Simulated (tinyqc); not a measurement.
Worked calculation: plane-wave Kohn-Sham cycle with exchange-only LDA in a layered model solid. Computed by tinyqc, a small Python program that keeps every step. Settings: points = 16, plane-wave index or count = 2, electrons = 2, k points = 3, area = 35.0, mixing = 0.8, iteration cap = 64. Command: `OMP_NUM_THREADS=1 python tinyqc.py 28315 28316 out.jsonl` (the two numbers bound the seeds that draw the settings). One thread of a shared host (Intel(R) Xeon(R) Processor @ 2.60GHz), about 0.01 s of CPU time with the checks. Later iterations appear only in the table of the cycle.

## Iteration 1: potential

A solid whose potential varies along x alone (atomic units):
```
parameter,value
period a,11.000000
cross-section of the cell,35.000000
electrons per cell,2
grid points,16
"plane waves -n..n, n",2
k points,3
V1 in V1 cos(2 pi x/a),-0.330000
V2 in V2 cos(4 pi x/a),-0.260000
```

density at the start, on the grid x_j = j a/N (e/bohr^3): 0.00519481  0.00519481  0.00519481  0.00519481  0.00519481  0.00519481  0.00519481  0.00519481  0.00519481  0.00519481  0.00519481  0.00519481  0.00519481  0.00519481  0.00519481  0.00519481

V_H(G) = 4 pi rho(G)/G^2 for G != 0 (uniform background); v_x = -(3 rho/pi)^(1/3); V = V_ext + V_H + v_x; Fourier components f(G_m) = (1/N) sum_j f(x_j) exp(-i G_m x_j).

Potentials on the grid (hartree):
```
x,V_ext,V_H,v_x,V
0.000000,-0.590000,0.000000,-0.170548,-0.760548
0.687500,-0.488728,0.000000,-0.170548,-0.659276
1.375000,-0.233345,0.000000,-0.170548,-0.403893
2.062500,0.057562,0.000000,-0.170548,-0.112986
2.750000,0.260000,0.000000,-0.170548,0.089452
3.437500,0.310133,0.000000,-0.170548,0.139585
4.125000,0.233345,0.000000,-0.170548,0.062797
4.812500,0.121032,0.000000,-0.170548,-0.049516
5.500000,0.070000,0.000000,-0.170548,-0.100548
6.187500,0.121032,0.000000,-0.170548,-0.049516
6.875000,0.233345,0.000000,-0.170548,0.062797
7.562500,0.310133,0.000000,-0.170548,0.139585
8.250000,0.260000,0.000000,-0.170548,0.089452
8.937500,0.057562,0.000000,-0.170548,-0.112986
9.625000,-0.233345,0.000000,-0.170548,-0.403893
10.312500,-0.488728,0.000000,-0.170548,-0.659276
```

V(G_m), m = 0, 1, 2, ... (hartree): -0.170548  -0.165000  -0.130000  0.000000  0.000000

## Iteration 1: Hamiltonian at one k

k = 0.000000 2 pi / a

H(m,m') = (k + G_m)^2/2 delta + V(G_m - G_m'), with V(-G) = V(G).

H (hartree), lower triangle:
```
,-2,-1,+0,+1,+2
-2,0.481988
-1,-0.165000,-0.007414
+0,-0.130000,-0.165000,-0.170548
+1,0.000000,-0.130000,-0.165000,-0.007414
+2,0.000000,0.000000,-0.130000,-0.165000,0.481988
```

## Iteration 1: levels at that k

Diagonalise the Hermitian matrix.

eigenvalues (hartree): -0.453152  0.058325  0.079912  0.546249  0.547265

## Iteration 1: new density

Motion across x is left out: the lowest 1 band(s) hold two electrons at each of the k points (j + 1/2)/nk - 1/2. Residual R = rho(out) - rho(in); rho(new) = rho(in) + 0.8 R. rho(out) = 2/(a A nk) sum |psi|^2 with psi = sum c exp(i G x). Harris energy E = band energy - dV sum rho (V_H/2 + v_x) + (3/4) dV sum rho v_x with rho(in), dV = a A/N, band energy = (2/nk) sum of the filled levels.

rho(out) (e/bohr^3): 0.02066569  0.01720303  0.00971648  0.00346646  0.00067831  0.00006558  0.00000805  0.00004415  0.00008707  0.00004415  0.00000805  0.00006558  0.00067831  0.00346646  0.00971648  0.01720303

density after iteration 1 (e/bohr^3): 0.01757151  0.01480139  0.00881215  0.00381213  0.00158161  0.00109142  0.00104540  0.00107428  0.00110862  0.00107428  0.00104540  0.00109142  0.00158161  0.00381213  0.00881215  0.01480139

energy per cell = -0.81742354 hartree

## Iteration 2: potential

As before.

Potentials on the grid (hartree):
```
x,V_ext,V_H,v_x,V
0.000000,-0.590000,0.308136,-0.256012,-0.537876
0.687500,-0.488728,0.272819,-0.241782,-0.457691
1.375000,-0.233345,0.182090,-0.203400,-0.254656
2.062500,0.057562,0.069308,-0.153832,-0.026962
2.750000,0.260000,-0.036712,-0.114733,0.108554
3.437500,0.310133,-0.122133,-0.101388,0.086612
4.125000,0.233345,-0.183370,-0.099943,-0.049968
4.812500,0.121032,-0.219995,-0.100855,-0.199817
5.500000,0.070000,-0.232150,-0.101918,-0.264068
6.187500,0.121032,-0.219995,-0.100855,-0.199817
6.875000,0.233345,-0.183370,-0.099943,-0.049968
7.562500,0.310133,-0.122133,-0.101388,0.086612
8.250000,0.260000,-0.036712,-0.114733,0.108554
8.937500,0.057562,0.069308,-0.153832,-0.026962
9.625000,-0.233345,0.182090,-0.203400,-0.254656
10.312500,-0.488728,0.272819,-0.241782,-0.457691
```

V(G_m), m = 0, 1, 2, ... (hartree): -0.149362  -0.070418  -0.127079  0.001760  0.001526

## Iteration 2: Hamiltonian at one k

k = 0.000000 2 pi / a

As before.

H (hartree), lower triangle:
```
,-2,-1,+0,+1,+2
-2,0.503174
-1,-0.070418,0.013772
+0,-0.127079,-0.070418,-0.149362
+1,0.001760,-0.127079,-0.070418,0.013772
+2,0.001526,0.001760,-0.127079,-0.070418,0.503174
```

## Iteration 2: levels at that k

As before.

eigenvalues (hartree): -0.275835  -0.035645  0.126947  0.515551  0.553510

## Iteration 2: new density

As before.

rho(out) (e/bohr^3): 0.01936953  0.01634586  0.00971174  0.00394517  0.00109020  0.00025789  0.00013798  0.00023030  0.00030907  0.00023030  0.00013798  0.00025789  0.00109020  0.00394517  0.00971174  0.01634586

density after iteration 2 (e/bohr^3): 0.01900993  0.01603697  0.00953182  0.00391856  0.00118848  0.00042460  0.00031946  0.00039909  0.00046898  0.00039909  0.00031946  0.00042460  0.00118848  0.00391856  0.00953182  0.01603697

energy per cell = -0.63105921 hartree

## Convergence

Stop when sqrt(dV sum R^2) is below 1e-8, dV = a A/N.

Course of the cycle:
```
iteration,E (hartree),norm of the residual
1,-0.81742354,1.39e-01
2,-0.63105921,1.92e-02
3,-0.62829534,1.94e-03
4,-0.62830721,3.80e-04
5,-0.62830836,8.74e-05
6,-0.62830842,2.07e-05
7,-0.62830842,4.96e-06
8,-0.62830842,1.21e-06
9,-0.62830842,2.97e-07
10,-0.62830842,7.37e-08
11,-0.62830842,1.84e-08
12,-0.62830842,4.65e-09
```

Converged in 12 iterations. Before convergence this energy mixes input and output and is not variational, so it may rise towards its limit.
